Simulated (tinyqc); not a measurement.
Photoconductance decay in a wafer: bulk and surface recombination modes, and iron detection by pair splitting: one step, computed by the program tinyqc. Command: `OMP_NUM_THREADS=1 python tinyqc.py 3113051 3113052 out.jsonl pcd walk`. One thread of a shared host (Intel(R) Xeon(R) Processor @ 2.30GHz), about 0.01 s of CPU time with the checks.

Both faces of the wafer have the same S; injection is low and all coefficients are constant. x runs from -W/2 to W/2.

Problem. Weights of the modes. Even modes cos(a x) obey b tan b = S W/(2 D) with b = a W/2, odd modes sin(a x) obey -b cot b = S W/(2 D); each decays at the rate 1/tau_b + D a^2. Light from one face makes n(x, 0) proportional to exp(-alpha (x + W/2)). Only even modes carry the thickness average: weight c_n = [sin b/b] int n cos(a x) dx / (int cos^2(a x) dx x mean n), with int exp(-alpha (x + W/2)) cos(a x) dx = [alpha cos b (1 - E) + a sin b (1 + E)]/(alpha^2 + a^2), E = exp(-alpha W), and int cos^2 = W/2 + sin(2 b)/(2 a).

Inputs (values chosen for the exercise, modelled on p-type silicon):
```
quantity                          value        unit
thickness W                         725  micrometre
diffusivity D                      25.5      cm^2/s
surface recombination velocity S     66        cm/s
absorption coefficient alpha        310        1/cm
```

Give: weights c_0 to c_5.

Solution.

weights c_0 to c_5: 0.97670  0.01725  0.00362  0.00125  0.00053  0.00026
